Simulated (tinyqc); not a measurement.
What moves the results: deformation-potential model of the L valleys of a conduction band. A value that a table varies takes the place of the one given here.

Valleys with axes along [111], [1-1-1], [-11-1] and [-1-11], one whole valley each. Herring-Vogt shift of a valley with unit axis a: dE = Xd tr(e) + Xu a.e.a. Non-degenerate shares n_i = exp(-dE_i/kT)/sum_j exp(-dE_j/kT). Inverse mass tensor of a valley: (1 - a a)/mt + a a/ml; the masses are taken as independent of strain.

s11 = (C11 + C12)/((C11 - C12)(C11 + 2 C12)), s12 = -C12/((C11 - C12)(C11 + 2 C12)), s44 = 1/C44; exx = s11 sxx + s12 (syy + szz) and cyclic, exy = s44 sxy/2; tension is positive. A uniaxial stress X along the unit vector n is s_ij = X n_i n_j.

Constants: kB = 8.617333262e-05 eV/K.

Values chosen for the exercise (near those of Ge; not measured data): ml = 1.621 m0 (longitudinal mass); mt = 0.084 m0 (transverse mass); Xd = -6.48 eV (dilation potential); Xu = 16.71 eV (uniaxial potential); C11 = 127.8 GPa; C12 = 48.7 GPa; C44 = 67 GPa; load = uniaxial [110] (kind of stress); T = 400 K (temperature); X1 = 0.4 GPa (size of the stress); X = 1.27 GPa (stress).

## Sweep of a uniaxial [110] stress

m_c = 1/(u.M.u) along [110] with M = sum_i n_i (inverse mass tensor); gain against zero stress at a fixed scattering time.

Results:

| X (GPa) | spread (meV) | lowest edge (meV) | n [111] | n [1-1-1] | n [-11-1] | n [-1-11] | m_c (m0) | gain (%) |
|---|---|---|---|---|---|---|---|---|
| -2.00 | 166.3 | -75.1 | 0.496 | 0.004 | 0.004 | 0.496 | 0.2252 | -45.5 |
| -1.00 | 83.1 | -37.5 | 0.459 | 0.041 | 0.041 | 0.459 | 0.2001 | -38.6 |
| -0.40 | 33.3 | -15.0 | 0.362 | 0.138 | 0.138 | 0.362 | 0.1549 | -20.7 |
| 0.00 | 0.0 | 0.0 | 0.250 | 0.250 | 0.250 | 0.250 | 0.1228 | 0.0 |
| 0.40 | 33.3 | -18.2 | 0.138 | 0.362 | 0.362 | 0.138 | 0.1017 | 20.7 |
| 1.00 | 83.1 | -45.6 | 0.041 | 0.459 | 0.459 | 0.041 | 0.0886 | 38.6 |
| 2.00 | 166.3 | -91.2 | 0.004 | 0.496 | 0.496 | 0.004 | 0.0844 | 45.5 |

Along [110] the gain is -45.5 % at -2.00 GPa and +45.5 % at 2.00 GPa. The slope at zero stress (from +/- 0.001 GPa), +55.7 % per GPa, carried to the ends would give -111 and +111 %; the response falls behind at both ends, as it saturates once the spread passes a few kT (kT = 34.5 meV, spread up to 166 meV).

## Gain for each load and current direction

Each load has the size X1. Gain m_c(0)/m_c - 1 in per cent from repopulation alone, m_c = 1/(u.M.u), M = sum_i n_i (inverse mass tensor); biaxial means sxx = syy.

Gain (%); + is tension, - compression:

| load | [100] | [010] | [001] | [110] | [1-10] | [111] |
|---|---|---|---|---|---|---|
| uniaxial [110] (+) | 0.0 | 0.0 | 0.0 | 20.7 | -20.7 | 13.8 |
| uniaxial [110] (-) | 0.0 | 0.0 | 0.0 | -20.7 | 20.7 | -13.8 |
| uniaxial [100] (+) | 0.0 | 0.0 | 0.0 | 0.0 | 0.0 | 0.0 |
| uniaxial [100] (-) | 0.0 | 0.0 | 0.0 | 0.0 | 0.0 | 0.0 |
| uniaxial [111] (+) | 0.0 | 0.0 | 0.0 | 10.2 | -10.2 | 20.4 |
| uniaxial [111] (-) | 0.0 | 0.0 | 0.0 | -18.3 | 18.3 | -36.6 |
| biaxial (001) (+) | 0.0 | 0.0 | 0.0 | 0.0 | 0.0 | 0.0 |
| biaxial (001) (-) | 0.0 | 0.0 | 0.0 | 0.0 | 0.0 | 0.0 |

The largest gain is +20.7 %, for uniaxial [110] (+) with the current along [110] and uniaxial [110] (-) with the current along [1-10]; for a [110] channel it is +20.7 %, under uniaxial [110] (+). No gain or loss appears under biaxial (001) and uniaxial [100]: the valleys stay equivalent.

## Temperature and repopulation

The load is fixed; m_c along [110] as 1/(u.M.u).

Results:

| T (K) | kT (meV) | n [111] | n [1-1-1] | n [-11-1] | n [-1-11] | m_c (m0) |
|---|---|---|---|---|---|---|
| 50 | 4.31 | 0.000 | 0.500 | 0.500 | 0.000 | 0.0840 |
| 77 | 6.64 | 0.000 | 0.500 | 0.500 | 0.000 | 0.0840 |
| 150 | 12.93 | 0.000 | 0.500 | 0.500 | 0.000 | 0.0840 |
| 225 | 19.39 | 0.002 | 0.498 | 0.498 | 0.002 | 0.0842 |
| 300 | 25.85 | 0.008 | 0.492 | 0.492 | 0.008 | 0.0849 |
| 400 | 34.47 | 0.022 | 0.478 | 0.478 | 0.022 | 0.0864 |
| 500 | 43.09 | 0.040 | 0.460 | 0.460 | 0.040 | 0.0884 |

The largest share falls from 0.500 at 50 K to 0.460 at 500 K (equal shares: 0.250); m_c goes from 0.0840 to 0.0884, against 0.1228 without stress. Only spread/kT enters, so the small-stress response goes as 1/T.

## What each parameter does

Spread of the valley edges, lowest edge, largest share and m_c along [110]. Each row changes one parameter from the base and keeps the others.

Results:

| case | spread (meV) | lowest edge (meV) | largest share | m_c (m0) |
|---|---|---|---|---|
| base | 105.58 | -57.92 | 0.4777 | 0.0864 |
| ml = 1.945 m0 | 105.58 | -57.92 | 0.4777 | 0.0865 |
| mt = 0.067 m0 | 105.58 | -57.92 | 0.4777 | 0.0690 |
| Xd = -5.184 eV | 105.58 | -50.61 | 0.4777 | 0.0864 |
| Xu = 20.052 eV | 126.70 | -62.20 | 0.4876 | 0.0853 |
| C11 = 153.36 GPa | 105.58 | -57.40 | 0.4777 | 0.0864 |
| C12 = 38.96 GPa | 105.58 | -58.41 | 0.4777 | 0.0864 |
| C44 = 80.4 GPa | 87.98 | -49.12 | 0.4639 | 0.0880 |
| X = 1.016 GPa | 84.46 | -46.34 | 0.4603 | 0.0884 |
| T = 320 K | 105.58 | -57.92 | 0.4894 | 0.0851 |

The largest shifts from the base row, up to three for each result and ties (the steps differ in size, so this ranks the rows, not the parameters). spread (meV): Xu +21.12, X -21.12, C44 -17.60; unchanged at the printed digits by ml, mt, Xd, C11, C12 and T. lowest edge (meV): X +11.58, C44 +8.80, Xd +7.31; unchanged at the printed digits by ml, mt and T. largest share: X -0.0174, C44 -0.0138, T +0.0117; unchanged at the printed digits by ml, mt, Xd, C11 and C12. m_c (m0): mt -0.0175, X +0.0020, C44 +0.0016; unchanged at the printed digits by Xd, C11 and C12. Xd moves all valleys together, so it shifts the edge and nothing else.

Program tinyqc; command `OMP_NUM_THREADS=1 python tinyqc.py 1081002 1081003 out.jsonl`; about 0.02 s on one thread of a shared Intel(R) Xeon(R) Processor @ 2.30GHz.
